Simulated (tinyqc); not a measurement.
Changing the pyrometer wavelength: rapid thermal processing of a wafer: radiative balance, ramp and cooling, pattern effects, pyrometer error and spike budget. Computed by tinyqc, a small Python program. Command: `OMP_NUM_THREADS=1 python tinyqc.py 3112238 3112239 out.jsonl rtp sweep`. One thread of a shared host (Intel(R) Xeon(R) Processor @ 2.30GHz), about 0.04 s of CPU time with the checks.

The wafer is opaque and uniform through its thickness unless said otherwise; temperatures in formulas are in kelvin (C + 273.15). sigma = 5.670374419e-12 W/(cm^2 K^4).

Inputs (values chosen for the exercise, modelled on a hot silicon wafer):
```
quantity                              value  unit
process temperature                     690     C
starting temperature                    500     C
error of the assumed emissivity         8.2     %
activation energy of the process E_a   3.66    eV
```

Constants: h = 6.62607015e-34 J s; c = 299792458 m/s; k_B = 1.380649e-23 J/K; k_B = 8.617333262e-05 eV/K.

Method. Signal proportional to eps/(exp(c2/(lambda T)) - 1), c2 = h c/k_B. If the assumed emissivity is too high by the given error, the reading T' solves (1 + error)/(exp(c2/(lambda T')) - 1) = 1/(exp(c2/(lambda T)) - 1). Wien estimate: T' - T = -lambda T^2 ln(1 + error)/c2. Process rates go as exp(-E_a/(k_B T)).

One run for each value; columns: (1) pyrometer wavelength (micrometre); (2) reading less true temperature (K); (3) Wien estimate (K); (4) c2/(lambda T); (5) rate at T over rate at T', less 1 (%):
```
(1)       (2)      (3)     (4)     (5)
0.6    -3.039   -3.049  24.897   14.98
0.9    -4.552   -4.573  16.598   23.29
1.3    -6.561   -6.606  11.491   35.32
2.0   -10.051  -10.163   7.469   59.21
3.0   -14.909  -15.244   4.979  100.04
4.5   -21.576  -22.866   3.320  174.69
6.7   -29.572  -34.045   2.230  304.24
10.0  -38.174  -50.814   1.494  517.12
```

What does the table show, and why?

Over the rows, reading less true temperature (K) falls from -3.04 to -38.2 (exponent d ln y / d ln x 1.00 between the first rows and 0.64 between the last); Wien estimate (K) falls from -3.05 to -50.8 (exponent d ln y / d ln x about 1.0 throughout); c2/(lambda T) falls from 24.9 to 1.49 (exponent d ln y / d ln x about -1.0 throughout). At the low end the exponent of reading less true temperature is 1.00, close to 1: the Wien limit.

Caution (rows 1.30, 2.00, 3.00, 4.50, 6.70, 10.0): below about 600 C lightly doped silicon is partly transparent at this wavelength, so its emissivity is not yet the hot value early in the ramp.
